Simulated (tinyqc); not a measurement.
# Thermal and gravitational stress in a wafer during furnace and rapid thermal processing, and the onset of slip, step by step

A worked calculation. Computed by tinyqc, a small Python program that keeps every step. Command: `OMP_NUM_THREADS=1 python tinyqc.py 3011321 3011322 out.jsonl slip walk`. One thread of a shared host (Intel(R) Xeon(R) Processor @ 2.30GHz), about 0.01 s of CPU time with the checks. Intermediate numbers are printed to about 6 digits and carried at full precision; extremes and crossings named in words are read from the listed rows.

A thin free disc in plane stress, isotropic; T(r) = T_centre + dT (r/R)^n with n = 2. Stress is positive in tension; sigma_SB = 5.670374419e-8 W/(m^2 K^4), g = 9.80665 m/s^2.

Inputs (values chosen for the exercise, modelled on silicon):

| quantity | value | unit |
|---|---|---|
| wafer radius R | 150 | mm |
| thickness t | 775 | micrometre |
| Young's modulus E | 139 | GPa |
| Poisson ratio nu | 0.2 | - |
| expansion alpha | 4.34 | 1e-6/K |
| edge less centre temperature dT | -20 | K |
| temperature T | 1050 | K |
| prefactor A of the critical stress | 0.00047 | MPa |
| energy U of the critical stress | 1 | eV |
| density rho | 2330 | kg/m^3 |
| heat capacity c | 971 | J/(kg K) |
| conductivity k | 25.9 | W/(m K) |
| wafer spacing s | 11 | mm |
| ramp rate | 12 | K/min |
| radius of the support ring over R | 0.69 | - |

Temperature profile: parabolic.

Constants: k_B = 8.617333262e-05 eV/K.

## Thermal stress

With x = r/R: s_rr = alpha E dT (1 - x^n)/(n + 2), s_tt = alpha E dT [1 - (n + 1) x^n]/(n + 2).

Temperature and stresses at r/R = 0, 0.3, 0.5, 0.7, 0.8, 0.9, 0.95, 1:

| r/R | T - T_centre (K) | s_rr (MPa) | s_tt (MPa) |
|---|---|---|---|
| 0.00 | 0.00 | -3.01630 | -3.01630 |
| 0.30 | -1.80 | -2.74483 | -2.20190 |
| 0.50 | -5.00 | -2.26222 | -0.75408 |
| 0.70 | -9.80 | -1.53831 | 1.41766 |
| 0.80 | -12.80 | -1.08587 | 2.77500 |
| 0.90 | -16.20 | -0.57310 | 4.31331 |
| 0.95 | -18.05 | -0.29409 | 5.15033 |
| 1.00 | -20.00 | 0.00000 | 6.03260 |

hoop stress at the edge = 6.0326 MPa

r/R where s_tt = 0 = 0.577350

The cold edge is stretched; the edge stress is n times that at the centre in size.

## Resolved stress round the edge

At the edge the stress is uniaxial along the tangent d = (cos phi, sin phi, 0) of a (001) wafer; the Schmid factor is the largest |(d.n)(d.b)| over the twelve {111}<110> systems.

Schmid factor and resolved stress at phi = 0, 7.5, 15, 22.5, 30, 37.5 and 45 degrees from [100]:

| phi from [100] (degrees) | Schmid factor | resolved stress (MPa) |
|---|---|---|
| 0.0 | 0.408248 | 2.46280 |
| 7.5 | 0.454124 | 2.73955 |
| 15.0 | 0.482963 | 2.91352 |
| 22.5 | 0.492799 | 2.97286 |
| 30.0 | 0.482963 | 2.91352 |
| 37.5 | 0.454124 | 2.73955 |
| 45.0 | 0.408248 | 2.46280 |

The factor is 1/sqrt(6) = 0.408 along <100> and <110> and peaks at 0.4928 at 22.5 degrees, so slip, if any, starts at eight places between these directions.

## Slip criterion

Critical resolved stress tau_c = A exp(U/(k_B T)), a form chosen for the exercise; slip when 0.492799 |s_tt(R)| > tau_c; allowed |dT| = tau_c (n + 2)/(0.492799 n alpha E).

critical stress tau_c = 29.6406 MPa

resolved over critical stress = 0.100297

allowed |dT| = 199.408 K

No slip; the margin is a factor 10.0.

## Ramp rate in a batch furnace

In a stack heated from the rim, heat flows inward by conduction and by radiation between wafers: k_eff = k + (16/3) sigma_SB T^3 s^2/t (a diffusion estimate with the spacing as path length). A steady ramp gives the parabolic lag dT = rho c (ramp) R^2/(4 k_eff); the allowed ramp uses n = 2.

k_eff = 80.5590 W/(m K)

lag of the centre = 31.5946 K

allowed ramp rate = 75.7373 K/min

Radiation carries 68 % of the inward flow. The ramp is 0.16 of the allowed one.

## Gravity

Own weight q = rho g t on a ring of radius b R, x = r/R: moments of an edge-supported plate, M_r = q R^2 (3 + nu)(1 - x^2)/16 and M_t = q R^2 [(3 + nu) - (1 + 3 nu) x^2]/16, less the uniform moment inside the ring load, q R^2 [(1 - nu)(1 - b^2) - 2 (1 + nu) ln b]/8; stress at the lower face = 6 M/t^2.

stress at the centre = 0.144446 MPa

radial stress at the ring = -0.234552 MPa

hoop stress at the ring = -0.0450527 MPa

The largest of these is 0.0040 tau_c when halved for shear. Point supports give far higher local stress than a ring.

## Position of the support ring

The formulas are those given above.

Stress at the lower face (MPa):

| b | centre | radial at ring | hoop at ring | largest in size |
|---|---|---|---|---|
| 0.40 | -0.632408 | -0.759776 | -0.696092 | 0.759776 |
| 0.50 | -0.330137 | -0.529149 | -0.429643 | 0.529149 |
| 0.60 | -0.068650 | -0.355227 | -0.211938 | 0.355227 |
| 0.65 | 0.051803 | -0.284527 | -0.116362 | 0.284527 |
| 0.70 | 0.167160 | -0.222903 | -0.027872 | 0.222903 |
| 0.75 | 0.278399 | -0.169377 | 0.054511 | 0.278399 |
| 0.80 | 0.386309 | -0.123161 | 0.131574 | 0.386309 |
| 0.90 | 0.594615 | -0.050183 | 0.272216 | 0.594615 |
| 1.00 | 0.796047 | 0.000000 | 0.398023 | 0.796047 |

Among these rows the largest stress is least, 0.223 MPa, for a ring at 0.7 R, 3.6 times below edge support: the overhang balances the sag of the centre. All values scale as R^2/t.

## Limits against temperature

The formulas are those given above.

For the parabolic profile:

| T (K) | tau_c (MPa) | allowed \|dT\| (K) | k_eff (W/(m K)) | allowed ramp (K/min) |
|---|---|---|---|---|
| 1050 | 29.6406 | 199.408 | 80.559 | 75.7373 |
| 1125 | 14.1873 | 95.446 | 93.128 | 41.9074 |
| 1200 | 7.4458 | 50.092 | 107.490 | 25.3858 |
| 1275 | 4.2157 | 28.361 | 123.764 | 16.5489 |
| 1350 | 2.5425 | 17.105 | 142.070 | 11.4572 |
| 1425 | 1.6173 | 10.880 | 162.528 | 8.3372 |
| 1500 | 1.0763 | 7.241 | 185.256 | 6.3246 |

From 1050 to 1500 K the allowed difference falls 28 times and the allowed ramp 12 times; radiation, which grows as T^3, gives back a factor 2.30. Ramps must slow as the wafer gets hotter.

Checks made by the program: force balance: the hoop stress integrates to zero (added to the edge stress) (relative difference below 1e-10).
